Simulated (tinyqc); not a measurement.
# Thermionic-field emission through a Schottky barrier, WKB, step by step

tinyqc, about 0.03 s, one thread, Intel Xeon 2.30GHz (shared host): `OMP_NUM_THREADS=1 python tinyqc.py 2640082 2640083 out.jsonl` Printed values are rounded.

Metal on an n-type semiconductor with one parabolic valley; V > 0 is forward bias (metal positive). Energies E are counted from the conduction edge of the neutral semiconductor, whose Fermi level lies at -xi; that of the metal lies at -xi - V. The barrier is a parabola of height Vd = phi - xi - V (depletion approximation, no image force).

Values chosen for this exercise; band and dielectric values close to those of indium phosphide:
```
symbol,value,unit,meaning
T,300,K,temperature
me,0.0792,m0,electron mass
eps_r,12.4,,relative permittivity
phi,0.4,eV,barrier height seen from the metal
Nd,3e17,cm^-3,donor density
V,0.048,V,bias
nE,13,,points of the energy grid
Eb,0.5,eV,upper end of the energy grid
```

Constants: q = 1.602176634e-19 C, kB = 1.380649e-23 J/K, hbar = 1.054571817e-34 J s, h = 6.62607015e-34 J s, m0 = 9.1093837015e-31 kg, Vt = kB T/q, eps0 = 8.8541878128e-14 F/cm where lengths are in cm. Results are converted to the units shown.

Range of the model: The depletion approximation, a parabolic band and the neglect of image-force lowering make these currents estimates at high doping.

## Fermi level, barrier and E00

Nc = 2 (2 pi me m0 kB T/h^2)^1.5 (times 1e-6 for cm^-3); Nd = Nc F12(-xi/Vt), F12(x) = (2/sqrt(pi)) int_0^infinity sqrt(u)/(1 + exp(u - x)) du; E00 = (hbar/2) sqrt(Nd/(me m0 eps0 eps_r)) in SI units (volts). W = sqrt(2 eps0 eps_r Vd/(q Nd)).

Nc = 5.59319e17 cm^-3
xi = 0.0112380 eV
Vd = 0.340762 V
W = 39.4557 nm
E00 = 10.2616 meV
E00/Vt = 0.396936

By a common rule of thumb, E00/Vt below 0.5 marks thermionic emission, 0.5 to 5 thermionic-field emission and above 5 field emission. By that rule alone: thermionic emission; with a high barrier, tunnelling near its top can carry most of the current even below 0.5.

## Current density on a coarse grid

For E < Vd, ln T(E) = -(Vd/E00) [sqrt(1 - y) - y ln((1 + sqrt(1 - y))/sqrt(y))], y = E/Vd; T(E) = 1 above. J = A* T (q/kB) int_0^infinity T(E) N(E) dE, N = ln[(1 + exp((-xi - E)/Vt))/(1 + exp((-xi - V - E)/Vt))], A* = 4 pi q me m0 kB^2/h^3 (times 1e-4 for A/(cm^2 K^2)). Simpson's rule on nE equally spaced points from 0 to Eb.

```
point    E (eV)         T(E)           N       T(E) N
0      0.000000  3.78573e-15    0.402902  1.52528e-15
1      0.041667  3.21567e-11    0.101527  3.26477e-12
2      0.083333   1.42739e-8   0.0214344  3.05954e-10
3      0.125000   1.87898e-6  0.00432774   8.13174e-9
4      0.166667   1.04223e-4  8.65612e-4   9.02167e-8
5      0.208333   0.00282337  1.72807e-4   4.87897e-7
6      0.250000    0.0396731  3.44852e-5   1.36813e-6
7      0.291667     0.287105  6.88131e-6   1.97566e-6
8      0.333333     0.930929  1.37311e-6   1.27826e-6
9      0.375000            1  2.73990e-7   2.73990e-7
10     0.416667            1  5.46721e-8   5.46721e-8
11     0.458333            1  1.09093e-8   1.09093e-8
12     0.500000            1  2.17684e-9   2.17684e-9
```

J = 7.64475 A/cm^2

The integrand peaks at E = 0.292 eV among these points, 0.86 of the barrier height. A converged quadrature gives 7.627 A/cm^2 (this grid is 0.24 % above that), of which 12 % passes over the barrier.
